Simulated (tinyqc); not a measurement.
Hot carriers by balance equations with a heated Maxwellian: one step, computed by the program tinyqc. Command: `OMP_NUM_THREADS=1 python tinyqc.py 3019033 3019034 out.jsonl hot walk`. One thread of a shared host (Intel(R) Xeon(R) Processor @ 2.30GHz), about 0.01 s of CPU time with the checks.

The carriers follow a Maxwellian at an electron temperature T_e, slightly displaced; the drift energy is neglected against k_B T_e. The balance averages the rate, not the time, so mu_0 lies below the relaxation-time value.

Task: Equilibrium values. Parabolic band: E = hbar^2 k^2/(2 m), speed v = hbar k/m, states per spin, volume and energy g(E) = m k/(2 pi^2 hbar^2). Masses are multiplied by m_0 and all formulas are in SI units. Phonon occupation N_q = 1/(exp(hbar w/(k_B T)) - 1). Acoustic deformation potential (elastic, equipartition, absorption and emission together): 1/tau = 2 pi k_B T D_A^2 g(E)/(hbar rho v_l^2). Optical or intervalley deformation potential: 1/tau = (pi Z_f D_o^2/(rho w)) [N_q g(E + hbar w) + (N_q + 1) g(E - hbar w)], with g = 0 below the band edge. Averages over the Maxwellian, <y> = int y x^(1/2) exp(-x) dx / int x^(1/2) exp(-x) dx with x = E/(k_B T_e), split at x_0 = hbar w/(k_B T_e): 64 Gauss-Legendre points in sqrt(x) below it and 128 in sqrt(x - x_0) above it, up to x = 32. Momentum balance: mu(T_e) = e/(m nu), nu = <x (sum of rates)>/<x>. Power lost per carrier: P(T_e) = hbar w <emission rate - absorption rate> + <(2 m v_l^2/(k_B T)) (E - 2 k_B T) acoustic rate>. Energy relaxation time at weak heating: tau_E = (3/2) k_B / (dP/dT_e), the derivative by a central difference of +/- 0.5 K at T_e = T.

Inputs (values chosen for the exercise, modelled on electrons in silicon):

| quantity | value | unit |
|---|---|---|
| effective mass m | 0.327 | m_0 |
| density rho | 2329 | kg/m^3 |
| sound velocity v_l | 9310 | m/s |
| acoustic deformation potential D_A | 9.9 | eV |
| phonon energy hbar w | 59.7 | meV |
| optical or intervalley deformation potential D_o | 5.7 | 1e8 eV/cm |
| final valleys Z_f | 5 | - |
| lattice temperature T | 150 | K |

Band: parabolic. Solver: Newton.

Constants: k_B = 8.617333262e-05 eV/K; k_B = 1.380649e-23 J/K; e = 1.602176634e-19 C; hbar = 1.054571817e-34 J s; m_0 = 9.1093837015e-31 kg; hbar = 6.582119569e-16 eV s.

Give: low-field mobility mu_0; energy relaxation time tau_E.

Result:

low-field mobility mu_0 = 3826 cm^2/(V s)

energy relaxation time tau_E = 0.9958 ps

Energy and momentum relax at comparable rates here.
